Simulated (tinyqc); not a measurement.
# Surface potential of a MOS transistor: implicit equation and explicit approximations: what changes with what

p-type body, charge-sheet picture, depletion and inversion only, full ionisation (an idealisation for deep acceptors), Boltzmann statistics (rough once Na exp(x - xn) passes about Nc/7). In units of Vt: xg = (Vg - Vfb)/Vt, x = psi/Vt, G = gamma/sqrt(Vt), xn = (2 phiF + Vc)/Vt. The implicit equation is (xg - x)^2 = G^2 [x - 1 + exp(x - xn)] for x above about 3. Cox = eps0 eox/tox.

Parameters, values chosen for the exercise; band and dielectric values close to those of silicon:
```
symbol,value,unit,meaning
T,350,K,temperature
Eg,1.14,eV,band gap
eps_r,11.6,,relative permittivity
Nc,3.48e19,cm^-3,conduction-band density of states at T
Nv,3.28e19,cm^-3,valence-band density of states at T
eox,3.9,,relative permittivity of the gate insulator (close to silicon dioxide)
tox,5.1,nm,insulator thickness
Na,1.5e16,cm^-3,acceptor density
Vfb,-0.4,V,flat-band voltage
Vc,0,V,channel-body voltage
Vg,1.23,V,gate-body voltage
```

Constants: q = 1.602176634e-19 C, kB = 1.380649e-23 J/K, Vt = kB T/q, eps0 = 8.8541878128e-14 F/cm where lengths are in cm. Results are converted to the units shown.

Each table varies one quantity; the others keep the values above.

## Accuracy of the approximations against gate voltage

ni = sqrt(Nc Nv) exp(-Eg/(2 Vt)), Eg in volts; phiF = Vt ln(Na/ni); gamma = sqrt(2 q eps0 eps_r Na)/Cox; VT = Vfb + Vt (xn + G sqrt(xn - 1)). Depletion value a = 1 + [sqrt(G^2/4 + xg - 1) - G/2]^2; inversion value b = xn + ln[(xg - xn)^2/G^2 - xn + 1] and first guess y = min(a, b) - ln(1 + exp(-|a - b|)) if a > xn + 1, else b = y = a; one second-order correction with D = exp(y - xn), p = 2 (xg - y) + G^2 (1 + D), w = (xg - y)^2 - G^2 (y - 1 + D): z = y + 2 w/(p + sqrt(p^2 - 2 (2 - G^2 D) w)), or the Newton step z = y + w/p where the root is not real. N_inv = (Cox Vt G/q) [sqrt(x - 1 + exp(x - xn)) - sqrt(x - 1)] at the root. Lambert form (Cox m Vt/q) W0[(G/(2 m sqrt(xn - 1))) exp((Vg - VT)/(m Vt))], m = 1 + G/(2 sqrt(xn - 1)). Errors under 1e-4 mV, and the linear form below VT, are printed as 0.

Accuracy of the approximations against gate voltage:

| Vg (V) | psi (V) | x - xn | error of y (mV) | error of z (mV) | N_inv (cm^-2) | Cox (Vg - VT)/q (cm^-2) | Lambert form (cm^-2) |
|---|---|---|---|---|---|---|---|
| -0.04 | 0.30554 | -12.228 | 0 | 0 | 61672 | 0 | 34519 |
| 0.16 | 0.48965 | -6.1233 | 4.70e-3 | 0 | 2.1377e7 | 0 | 1.7499e7 |
| 0.36 | 0.67473 | 0.013232 | 1.83 | 0 | 8.2503e9 | 1.0046e10 | 8.3438e9 |
| 0.56 | 0.79632 | 4.0445 | 31.6 | 9.92 | 3.0785e11 | 8.5525e11 | 3.4749e11 |
| 0.76 | 0.84428 | 5.6345 | 27.8 | 8.84 | 9.3857e11 | 1.7005e12 | 1.0435e12 |
| 0.96 | 0.87213 | 6.5581 | 21.3 | -5.56 | 1.6593e12 | 2.5457e12 | 1.8137e12 |
| 1.16 | 0.89166 | 7.2055 | 17.3 | -1.87 | 2.4174e12 | 3.3909e12 | 2.6095e12 |
| 1.36 | 0.90664 | 7.7022 | 14.7 | -0.966 | 3.1958e12 | 4.2361e12 | 3.4181e12 |
| 1.56 | 0.91877 | 8.1043 | 12.9 | -0.584 | 3.9869e12 | 5.0813e12 | 4.2342e12 |

What does the table show?

psi rises from 0.306 to 0.919 V and ends 8.1 Vt above 2 phiF + Vc. Among the rows the first guess is off by at most 32 mV (at Vg = 0.56 V) and the corrected value by at most 9.9 mV. In the last row the linear form is 27 % above N_inv and the Lambert form 6.2 % above it; in the first row the Lambert form is 44 % below it. For Vg = 0.96, 1.16, 1.36, 1.56 the electron quasi-Fermi level lies less than 2 Vt below the band edge at the surface, or above it, where degeneracy and confinement, left out, matter.

## Effect of the insulator thickness at fixed gate voltage

Same model as above.

Results:

| tox (nm) | psi (V) | x - xn | error of y (mV) | error of z (mV) | N_inv (cm^-2) | Cox (Vg - VT)/q (cm^-2) | Lambert form (cm^-2) |
|---|---|---|---|---|---|---|---|
| 1.7 | 0.9587 | 9.430 | 21.4 | -6.69 | 8.088e12 | 1.176e13 | 9.030e12 |
| 2.3 | 0.9420 | 8.873 | 19.9 | -3.83 | 6.029e12 | 8.603e12 | 6.656e12 |
| 3.2 | 0.9235 | 8.262 | 18.4 | -2.47 | 4.344e12 | 6.085e12 | 4.741e12 |
| 4.4 | 0.9056 | 7.669 | 17.0 | -1.70 | 3.138e12 | 4.329e12 | 3.390e12 |
| 6 | 0.8881 | 7.087 | 15.7 | -1.22 | 2.259e12 | 3.081e12 | 2.418e12 |
| 11 | 0.8529 | 5.920 | 13.5 | -0.683 | 1.125e12 | 1.520e12 | 1.186e12 |
| 15 | 0.8340 | 5.293 | 12.8 | -0.549 | 7.506e11 | 1.021e12 | 7.861e11 |

Estimate the missing row, tox = 8.2 nm.

Computed row:

| tox (nm) | psi (V) | x - xn | error of y (mV) | error of z (mV) | N_inv (cm^-2) | Cox (Vg - VT)/q (cm^-2) | Lambert form (cm^-2) |
|---|---|---|---|---|---|---|---|
| 8.2 | 0.8701 | 6.492 | 14.5 | -0.889 | 1.595e12 | 2.160e12 | 1.694e12 |

With this row back in the table: As tox goes from 1.7 to 15, psi falls from 0.959 to 0.834 V, x - xn falls from 9.43 to 5.29 and N_inv falls from 8.09e12 to 7.51e11 cm^-2. The Lambert form lies between 1.05 and 1.12 times N_inv. For tox = 1.7, 2.3, 3.2, 4.4, 6, 8.2, 11 the electron quasi-Fermi level lies less than 2 Vt below the band edge at the surface, or above it, where degeneracy and confinement, left out, matter.

Numbers from tinyqc (`OMP_NUM_THREADS=1 python tinyqc.py 2122124 2122125 out.jsonl`; about 0.01 s on one thread of a shared Intel Xeon 2.30GHz).
